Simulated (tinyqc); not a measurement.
Worked calculation: Ewald sum of point charges, rock salt, strained along z by a factor 1.09, lattice. Computed by tinyqc, a small Python program that keeps every step. Command: `OMP_NUM_THREADS=1 python tinyqc.py 26909 26910 out.jsonl` (the two numbers bound the seeds that draw the settings). One thread of a shared host (Intel(R) Xeon(R) Processor @ 2.60GHz), about 0.05 s of CPU time with the checks.

## Ewald sum with eta = 0.281 1/bohr

cell vectors (rows) (bohr):
```
,1,2,3
1,0.000000,5.855000,6.382000
2,5.855000,0.000000,6.382000
3,5.855000,5.855000,0.000000
```

Charges:
```
q,f1,f2,f3
1.000000,0.000000,0.000000,0.000000
-1.000000,0.500000,0.500000,0.500000
```

Real space: 1/2 sum q_i q_j erfc(eta r)/r over all images with r > 0; reciprocal space: (2 pi/V) sum_(G != 0) exp(-G^2/4 eta^2)/G^2 |S(G)|^2 with S(G) = sum q exp(i G.r); self term -eta/sqrt(pi) sum q^2; background -pi Q^2/(2 V eta^2), Q the total charge.

Real-space shells (first ones):
```
r (bohr),pairs,sum (hartree)
5.855000,8,-0.013649
6.382000,4,-0.003512
8.280220,8,0.000483
8.660886,16,0.000534
10.454280,16,-0.000025
11.710000,8,1.11e-06
12.764000,4,6.16e-08
13.092178,16,-1.20e-07
13.336192,16,-6.96e-08
14.042817,16,-1.37e-08
14.564857,32,7.83e-09
15.214524,16,7.80e-10
```

Reciprocal shells (first ones that count):
```
G^2 (1/bohr^2),vectors,sum (hartree)
0.818124,8,0.042124
2.756670,8,0.000027
3.121347,16,0.000015
5.059893,16,2.00e-08
5.424569,8,2.94e-09
```

## The total does not depend on eta

The same sums for other eta.

Totals (hartree per cell):
```
eta,real,reciprocal,self,background,total
0.281000,-0.016168,0.042166,-0.317075,0.000000,-0.29107720
0.425000,-0.000335,0.188818,-0.479561,0.000000,-0.29107720
0.545000,-4.65e-06,0.323894,-0.614967,0.000000,-0.29107720
```

shortest distance = 5.855000 bohr

Madelung constant -E d / (formula units |q+ q-|) = 1.704257
